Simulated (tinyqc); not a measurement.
FinFET, parasitic resistance, capacitance and delay: two steps of the calculation.

Nf fins under one contact; each has gated perimeter p = 2 Hf + Wf and cross-section A = Hf Wf; contact width Wc = Nf pf, stack height Hs = Hf. Contact length Lc = CPP - Lg - 2 Lsp, shared by two neighbouring gates. Source and drain sides are equal. The formulas are first-order estimates, not field solutions.

Inputs (values chosen for the exercise); values close to those of silicon logic devices:
- T = 300 K (temperature)
- Hf = 50 nm (fin height)
- Wf = 5 nm (fin width)
- Lg = 12 nm (gate length)
- Cinv = 2.4 uF/cm^2 (inversion capacitance)
- vx = 8.4e6 cm/s (injection velocity)
- mu = 150 cm^2/(V s) (apparent mobility)
- VT = 0.19 V (threshold at zero drain voltage)
- dl = 0.039 V/V (barrier lowering)
- n = 1.21 (subthreshold factor)
- Vdd = 0.7 V (supply voltage)

Constants: q = 1.602176634e-19 C, kB = 1.380649e-23 J/K, Vt = kB T/q. Results are converted to the units shown.

Task 1. Fin currents at Vgs = Vdd, Vds = Vdd/2. One fin: I = p Q vx u/(1 + |u|^1.8)^(1/1.8), Q = Cinv n Vt ln(1 + exp((Vg' - VT + dl Vd')/(n Vt))), u = Vd' mu/(vx Lg), Vg' = Vgs - v, Vd' = Vds - 2 v, with the drop on each side v = Rc (sum of I) + Rx I. I(new) = I(out).

I at the start (uA): fin 1 0, fin 2 0
Rc = 403.45336 ohm
Rx = 304 ohm

Give: drop v; I(out); I after iteration 1.

Result 1.

drop v (mV): fin 1 0, fin 2 0
I(out) (uA): fin 1 107.81, fin 2 107.81
I after iteration 1 (uA): fin 1 107.81, fin 2 107.81

Task 2. Effective current, delay and energy. Ieff = (IH + IL)/2, delay CL Vdd/(2 Ieff), energy CL Vdd^2, with CL the load of an inverter that drives an equal one.

IH = I(Vdd, Vdd/2) = 163.52327 uA
IL = I(Vdd/2, Vdd), solved likewise = 62.853427 uA
CL = 809.50508 aF

Give: Ieff; delay; energy.

Result 2.

Ieff = 113.19 uA
delay = 2.5031 ps
energy = 396.66 aJ

Computed by the program tinyqc: `OMP_NUM_THREADS=1 python tinyqc.py 2170046 2170047 out.jsonl`, one thread of a shared Intel Xeon 2.30GHz, about 0.03 s for the whole run.
